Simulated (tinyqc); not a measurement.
# Stress and current directions compared

A cubic crystal with three pairs of conduction valleys along x, y and z; non-degenerate electrons, one relaxation time, masses unchanged. Stress s_ij = X a_i a_j with a the unit vector along the stress; strain e_ii = s11 s_ii + s12 (s_jj + s_kk), e_ij = s44 s_ij/2. Valley shift dE = Xu (n.e.n - trace(e)/3) with n the valley axis; share f proportional to exp(-dE/Vt). Inverse mass along the current d: (n.d)^2/ml + (1 - (n.d)^2)/mt; mu/mu0 = sum f (1/m) over the plain mean of 1/m. Rows: direction of the stress, of size |X|; columns: direction of the current and sign.

Values chosen for this exercise; values close to those of silicon:
- T = 325 K (temperature)
- s11 = 7.89 1/TPa (compliance)
- s12 = -2.1 1/TPa (compliance)
- s44 = 12.9 1/TPa (compliance)
- Xu = 8.94 eV (shear deformation potential)
- ml = 0.887 m0 (longitudinal mass)
- mt = 0.198 m0 (transverse mass)
- X = 1900 MPa (uniaxial stress (tension positive))

Constants: q = 1.602176634e-19 C, kB = 1.380649e-23 J/K, Vt = kB T/q. Results are converted to the units shown.

mu/mu0:
```
	I [100], tension	I [100], compression	I [110], tension	I [110], compression
[100]	1.348	0.3061	1.087	0.8265
[110]	1.303	0.8377	1.303	0.8377
[001]	0.8259	1.347	0.8259	1.347
[111]	1.000	1.000	1.000	1.000
```

What does the comparison show?

The largest gain, 1.35, is for stress along [100], tension, current along [100]; the largest loss, 0.306, for [100], compression, current along [100]. Entries equal to one are cases in which the valleys are not split or have equal mass along the current.

Computed by the program tinyqc: `OMP_NUM_THREADS=1 python tinyqc.py 2530057 2530058 out.jsonl`, one thread of a shared Intel Xeon 2.30GHz, about 0.01 s for the whole run.
